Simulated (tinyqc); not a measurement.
Double-gate transistor, scale length and short-channel effects: course of the iteration: decay constant by Newton steps.

A body of thickness ts between two insulators of thickness ti and two tied gates. Below threshold the potential that source and drain add obeys Laplace's equation and vanishes on the gate. Its lowest mode decays along the channel as exp(-k y); k is the smallest positive root of the matching condition at the interface, and the scale length is Lambda = pi/k.

f(k) = ei cos(k ti) cos(k ts/2) - eps_r sin(k ti) sin(k ts/2); f' by a central difference with +/- 1e-5 1/nm; k(new) = k - f/f'.

Stop when k changes by less than 1e-10 1/nm, or after 30 iterations. The rule counts as met only at the smallest positive root.

Values chosen for this exercise; permittivities: semiconductor close to that of silicon, insulator close to that of silicon nitride: relative permittivity of the semiconductor eps_r = 11.7; relative permittivity of the insulator ei = 7.62; insulator thickness ti = 1.2 nm; body thickness ts = 7 nm.

k at the start = 0.045 1/nm

Course of the iteration:
```
iteration  k (1/nm)  |change| (1/nm)
1          0.864742            0.820
2          0.988327            0.124
3          0.974647           0.0137
4          0.974623          2.31e-5
5          0.974623         1.17e-10
6          0.974623                0
```

Did this iteration meet its convergence test, and what does its course show?

No. The steps settle after 6 iterations, but on k = 0.9746 1/nm, which is not the smallest positive root, so the wanted result is missed. A rerun from k = 0.345 1/nm, next to the first change of sign of f, gives 0.2994 1/nm.

Program tinyqc, `OMP_NUM_THREADS=1 python tinyqc.py 2420131 2420132 out.jsonl`; Intel Xeon 2.30GHz, shared host, one thread, about 0.01 s.
